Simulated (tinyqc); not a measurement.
# Diffused layer (complementary error function), carriers, mobility and sheet resistance, step by step

Program tinyqc, `OMP_NUM_THREADS=1 python tinyqc.py 2110135 2110136 out.jsonl`; Intel Xeon 2.30GHz, shared host, one thread, about 0.02 s. Printed values are rounded.

An n-type layer from the surface x = 0 to the junction xj, N(x) = N0 erfc(x/Ld). Local neutrality (no depletion at surface or junction, no spilling of carriers), intrinsic carriers neglected, full ionisation of active dopants.

Values chosen for this exercise; values close to those of phosphorus in silicon over a p-type background:
```
symbol,value,unit,meaning
T,500,K,temperature
Nb,3.9e16,cm^-3,background doping of the opposite type
N0,4.7e19,cm^-3,peak chemical concentration
m1,65.8,cm^2/(V s),mobility limit at high doping
m2,1390,cm^2/(V s),"mobility limit at low doping, at 300 K"
Nr,9.35e16,cm^-3,reference doping of the mobility law
am,0.695,,exponent of the mobility law
bt,2.1,,temperature exponent of m2
Ns,3.96e20,cm^-3,solubility limit of active dopant
Ld,70,nm,diffusion length 2 sqrt(D t)
```

Constants: q = 1.602176634e-19 C. Results are converted to the units shown.

## Junction depth and local values

erfc(xj/Ld) = Nb/N0; 13 equal steps from 0 to xj. Active dopant A = min(N, Ns); n = A - Nb; mobility mu = m1 + (m2 (T/300 K)^(-bt) - m1)/(1 + ((A + Nb)/Nr)^am).

xj = 165.4534 nm

| point | x (nm) | N (cm^-3) | A (cm^-3) | n (1e19 cm^-3) | mu (cm^2/(V s)) |
|---|---|---|---|---|---|
| 0 | 0.0000 | 4.7e19 | 4.7e19 | 4.696100 | 71.15898 |
| 1 | 12.7272 | 3.746276e19 | 3.746276e19 | 3.742376 | 72.05903 |
| 2 | 25.4544 | 2.853244e19 | 2.853244e19 | 2.849344 | 73.33740 |
| 3 | 38.1815 | 2.070254e19 | 2.070254e19 | 2.066354 | 75.17351 |
| 4 | 50.9087 | 1.427433e19 | 1.427433e19 | 1.423533 | 77.84910 |
| 5 | 63.6359 | 9.332739e18 | 9.332739e18 | 0.929374 | 81.81143 |
| 6 | 76.3631 | 5.775700e18 | 5.775700e18 | 0.573670 | 87.77214 |
| 7 | 89.0903 | 3.378227e18 | 3.378227e18 | 0.333923 | 96.84764 |
| 8 | 101.8175 | 1.865148e18 | 1.865148e18 | 0.182615 | 110.7098 |
| 9 | 114.5446 | 9.709936e17 | 9.709936e17 | 0.093199 | 131.5865 |
| 10 | 127.2718 | 4.762213e17 | 4.762213e17 | 0.043722 | 161.6468 |
| 11 | 139.9990 | 2.198675e17 | 2.198675e17 | 0.018087 | 201.0333 |
| 12 | 152.7262 | 9.549766e16 | 9.549766e16 | 0.005650 | 244.8962 |
| 13 | 165.4534 | 3.9e16 | 3.9e16 | 0.000000 | 283.5250 |

The mobility runs from 71.2 to 284 cm^2/(V s).

## Sheet quantities by the trapezoid rule

Dose = integral of N, carrier sheet density = integral of n, 1/Rs = q integral of n mu, mean mobility 1/(q Rs sheet density), Hall mobility (unit Hall factor) = integral of n mu^2 over integral of n mu, Hall sheet density = (integral of n mu)^2/integral of n mu^2; all from 0 to xj.

dose = 1.8659e14 cm^-2
carrier sheet density = 1.8594e14 cm^-2
Rs = 439.76 ohm/square
mean mobility = 76.330 cm^2/(V s)
Hall mobility = 77.824 cm^2/(V s)
Hall sheet density = 1.8237e14 cm^-2

Carriers make up 99.7 % of the dose. A Hall measurement weights the mobile tail, so its sheet density is 1.9 % below the true one. With 4000 steps Rs = 441.9 ohm/square; the coarse value is 0.48 % below it.
